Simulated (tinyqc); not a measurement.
Abrupt p-n junction, non-linear Poisson equation by Newton steps: one step of the calculation.

One dimension, p side on the left, n side on the right; net doping C = -Na for x < 0 and +Nd for x > 0. The potential psi is counted from the intrinsic level, and the quasi-Fermi potentials are flat: 0 for holes and -V for electrons, so n = ni exp((psi + V)/Vt) and p = ni exp(-psi/Vt) (Boltzmann statistics, full ionisation, no current). Under reverse bias this makes the minority densities vanishingly small everywhere; they play no part in the charge.

Task. Check against the exact first integral and the depletion approximation. ni = sqrt(Nc Nv) exp(-Eg/(2 Vt)), Eg in volts. Exact first integral for an abrupt junction with thick neutral sides: psi_p = -Vt ln(Na/ni), psi_n = Vt ln(Nd/ni) - V, psi_j = (Nd psi_n + Na psi_p - Vt (Nd - Na))/(Na + Nd) at the junction, n_j = ni exp((psi_j + V)/Vt), p_j = ni exp(-psi_j/Vt), and E_j^2 = (2 q/(eps0 eps_r)) [Nd (psi_n - psi_j - Vt) + Vt (n_j + p_j)] (minority densities of the neutral sides neglected). Depletion approximation: Vbi = Vt ln(Na Nd/ni^2), W = sqrt(2 eps0 eps_r (Vbi - V)(1/Na + 1/Nd)/q), xp = W Nd/(Na + Nd), xn = W Na/(Na + Nd), peak field 2 (Vbi - V)/W, capacitance eps0 eps_r/W.

Parameters, values chosen for the exercise; band and dielectric values close to those of silicon: temperature T = 300 K; band gap Eg = 1.14 eV; relative permittivity eps_r = 11.9; conduction-band density of states at T Nc = 2.76e19 cm^-3; valence-band density of states at T Nv = 2.66e19 cm^-3; acceptor density of the p side Na = 1.5e16 cm^-3; donor density of the n side Nd = 2.2e17 cm^-3; bias of the p side against the n side V = -2.5 V.

Constants: q = 1.602176634e-19 C, kB = 1.380649e-23 J/K, Vt = kB T/q, eps0 = 8.8541878128e-14 F/cm where lengths are in cm. Results are converted to the units shown.

Wanted: psi_j; exact field at the junction; Vbi; W; peak field in the depletion approximation.

Result.

psi_j = 2.7110 V
exact field at the junction = 118.17 kV/cm
Vbi = 0.82170 V
W = 557.78 nm
peak field in the depletion approximation = 119.10 kV/cm

Numbers from tinyqc (`OMP_NUM_THREADS=1 python tinyqc.py 2000172 2000173 out.jsonl`; about 0.02 s on one thread of a shared Intel Xeon 2.30GHz).
